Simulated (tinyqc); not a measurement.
A short-path metal as competitor: size effects in the resistivity of thin metal films and interconnect lines. Computed by tinyqc, a small Python program. Command: `OMP_NUM_THREADS=1 python tinyqc.py 3008228 3008229 out.jsonl size walk`. One thread of a shared host (Intel(R) Xeon(R) Processor @ 2.30GHz), about 0.01 s of CPU time with the checks.

Electrons lose their drift at surfaces (a share 1 - p of the hits) and at grain boundaries (reflection R), besides bulk scattering. The line sits in a trench with a non-conducting liner on both walls and the bottom; the spacing equals the drawn width.

Inputs (values chosen for the exercise, modelled on nickel):
```
quantity                                   value         unit
bulk resistivity rho_b                      6.81  microohm cm
bulk mean free path lambda                  5.92           nm
specularity p                               0.49            -
grain-boundary reflection R                 0.15            -
grain size over metal width                  2.7            -
aspect ratio (height over width)             2.7            -
liner thickness t                            0.7           nm
competitor: rho_b relative to this metal     4.7            -
competitor: lambda relative to this metal   0.38            -
competitor: liner relative to t                0            -
```

Geometry: line.

Method:
- Fuchs-Sondheimer film: rho_b/rho = 1 - (3/(2 kappa))(1 - p) int_0^1 (s - s^3)(1 - exp(-kappa/s))/(1 - p exp(-kappa/s)) ds, f = rho/rho_b, kappa = thickness/lambda, 80 Gauss-Legendre points.
- Line: the excess of a film of thickness w_m and of a film of thickness h_m are added, rho/rho_b = 1 + (f(w_m) - 1) + (f(h_m) - 1), an estimate that holds best when both sides exceed lambda.
- Mayadas-Shatzkes: alpha = (lambda/D) R/(1 - R); rho_b/rho = 1 - 3 alpha/2 + 3 alpha^2 - 3 alpha^3 ln(1 + 1/alpha).
- w_m = w - 2t, h_m = (aspect ratio) w - t, D = (ratio) w_m; rho = rho_b [1 + surface excess + grain excess].
- Effective resistivity rho (aspect ratio) w^2/(w_m h_m) for the metal with its liner, for the same metal without liner, and for a competitor with its own rho_b, lambda and liner, and for that competitor with the liner t; p, R, aspect and grain ratios are the same.

Effective resistivity (microohm cm):
```
w (nm)  this metal  without liner  competitor  competitor, liner t
200          6.941         6.8828      32.137               32.406
100          7.075         6.9561      32.267               32.813
50           7.354         7.1041      32.528               33.653
30           7.751         7.3046      32.878               34.827
20           8.288         7.5593      33.319               36.389
14           9.051         7.8915      33.892               38.571
10          10.207         8.3381      34.665               41.825
7           12.288         9.0082      35.840               47.596
5           15.910         9.8935      37.425               57.466
```

What does the comparison show, and why?

The competitor does not win at any width listed. In narrow lines rho scales as rho_b lambda/w, and the product rho_b lambda of the competitor is 1.79 times this metal's. At the narrowest width the liner costs this metal a factor 1.61. With the same liner the competitor wins nowhere in the table; at the narrowest width the thinner liner lowers it from 57.5 to 37.4. Rows with w - 2t below lambda stretch the additive estimate. Metal widths below about 5 nm are outside this semiclassical model.

Extremes, crossings and ranges named in words are read from the listed rows.
